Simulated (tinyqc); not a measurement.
Single-electron transistor, orthodox theory and master equation: two steps of the calculation.

A metal island with n extra electrons joins the left lead (voltage V) and the right lead (0 V) by tunnel junctions and couples to a gate. Cs = CL + CR + Cg. Adding electron n + 1 costs mu(n) = [q (n + 1/2) - CL V - Cg Vg]/Cs (in volts); the Fermi levels are -V (left) and 0 (right). A jump that gains the energy W has the rate G(W) = (W/q)/(R [1 - exp(-W/Vt)]), W in volts, Vt = kB T/q. Sequential tunnelling only; I > 0 flows from left to right.

Inputs (values chosen for the exercise): resistance of the left junction RL = 810 kohm; resistance of the right junction RR = 810 kohm; temperature T = 20 K; bias of the left lead V = 6.6 mV; lowest charge state kept n0 = -1; highest charge state kept n1 = 2.

Constants: q = 1.602176634e-19 C, kB = 1.380649e-23 J/K, Vt = kB T/q. Results are converted to the units shown.

Question 1. Tunnelling rates. Onto the island: from the left W = -V - mu(n), from the right W = -mu(n); off the island (n + 1 to n): to the left W = mu(n) + V, to the right W = mu(n).

mu(n), n to n + 1, n -1 to 1 (mV): [-20.374026, -2.372041, 15.629943]

Wanted: on from left; on from right; off to left; off to right.

Answer 1.

```
n to n + 1, n  on from left (1/ns)  on from right (1/ns)  off to left (1/ns)  off to right (1/ns)
-1                          106.17                156.99            0.035901            0.0011531
0                           3.0662                24.452              35.645               6.1743
1                        4.2859e-4              0.013875              171.29               120.45
```

Question 2. Probabilities and current. Steady state: p(n + 1)/p(n) = (sum of on rates)/(sum of off rates), normalised. I = q sum_n [p(n + 1) (off to left) - p(n) (on from left)].

```
n to n + 1, n  on from left (1/ns)  on from right (1/ns)  off to left (1/ns)  off to right (1/ns)
-1                       106.17258             156.99457         0.035901333         0.0011530710
0                        3.0661975             24.452271           35.645015            6.1743476
1                     4.2859280e-4           0.013875213           171.29474            120.45145
```

Give: p(n); I; mean n.

Answer 2.

p(n), n -1 to 2: [8.491e-5, 0.6031, 0.3968, 1.946e-5]
I = 1.973 nA
mean n = 0.3968

Two plain resistors in series would pass 4.07 nA; this is 48.4 % of that. 2 charge states hold more than 1 % each.

Range of the model: Cotunnelling, which dominates deep in the blockade, is left out.

Computed by the program tinyqc: `OMP_NUM_THREADS=1 python tinyqc.py 2780108 2780109 out.jsonl`, one thread of a shared Intel Xeon 2.30GHz, about 0.01 s for the whole run.
